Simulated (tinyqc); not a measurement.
Spreading the carriers over a thicker layer: defect, radiative and Auger recombination at equal electron and hole densities (ABC model).

J/(e d) = Ae n + B n^2 + C n^3 with Ae = A + 4 S/w (four side walls, carriers spread evenly), e = 1.602176634e-19 C, lengths in cm; internal efficiency IQE = B n^2/(Ae n + B n^2 + C n^3); all injected carriers recombine in the layer.

Parameters, chosen for this exercise (orders of magnitude like those quoted for Si; not measured data):
```
symbol  value    unit        meaning
A       22000    1/s         defect rate
B       3.1e-15  cm^3/s      radiative coefficient
C       7.1e-31  cm^6/s      Auger coefficient
S       0        cm/s        recombination velocity of the side walls
w       5300     micrometre  side of the square mesa
d       200000   nm          active thickness
J       18       A/cm^2      current density
```

d is multiplied by the factor listed, at the same J.

Results:
```
factor  n (1/cm^3)  defect  radiative    Auger
0.10      4.04e+17   0.158    0.00900    0.833
0.20      3.09e+17   0.242     0.0106    0.747
1.0       1.48e+17   0.579     0.0121    0.409
2.0       9.69e+16   0.759     0.0104    0.230
5.0       4.73e+16   0.927    0.00618   0.0670
10        2.49e+16   0.977    0.00343   0.0196
20        1.27e+16   0.993    0.00177  0.00515
```

Give the missing row, factor = 0.50.

Computed row:
```
factor  n (1/cm^3)  defect  radiative  Auger
0.50      2.09e+17   0.410     0.0121  0.578
```

The best factor listed is 0.5 (IQE 0.0121); the optimum factor equals J/J_peak = 0.716, a layer of 1.43e+05 nm, since only J/d matters and the peak value 0.0123 does not depend on d. A thicker layer trades Auger loss (0.833 to 0.00515) for defect loss (0.158 to 0.993).

(tinyqc, `OMP_NUM_THREADS=1 python tinyqc.py 1650395 1650396 out.jsonl`, Intel(R) Xeon(R) Processor @ 2.30GHz, 1 thread, shared host, about 0.01 s.)
